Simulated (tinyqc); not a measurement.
Concentration-dependent dopant diffusion with charged defects and the built-in field: one step, computed by the program tinyqc. Command: `OMP_NUM_THREADS=1 python tinyqc.py 3002391 3002392 out.jsonl extrinsic walk`. One thread of a shared host (Intel(R) Xeon(R) Processor @ 2.30GHz), about 0.1 s of CPU time with the checks.

A constant source C_s feeds a half space. The dopant moves through neutral point defects and through charged ones, whose number grows with the majority carrier density n.

Problem. Intrinsic density and partial diffusivities. n_i = 3.87e16 T^1.5 exp(-7014/T) per cm^3 (T in kelvin, an empirical form); each D = prefactor x exp(-E/(k_B T)); the intrinsic diffusivity D_i is their sum. Temperatures in kelvin are T(C) + 273.15.

Inputs (values chosen for the exercise, modelled on arsenic in silicon):
```
quantity                       value    unit
neutral prefactor D0x         0.0121  cm^2/s
neutral activation energy E0    3.43      eV
singly charged prefactor D01    34.3  cm^2/s
activation energy E1            4.14      eV
temperature T                   1050       C
```

Field enhancement: on.

Constants: k_B = 8.617333262e-05 eV/K.

Give: n_i; partial diffusivities; intrinsic diffusivity D_i.

Solution.

n_i = 9.288e+18 1/cm^3

partial diffusivities (cm^2/s): Dx 1.043e-15, D1 5.839e-15

intrinsic diffusivity D_i = 6.882e-15 cm^2/s
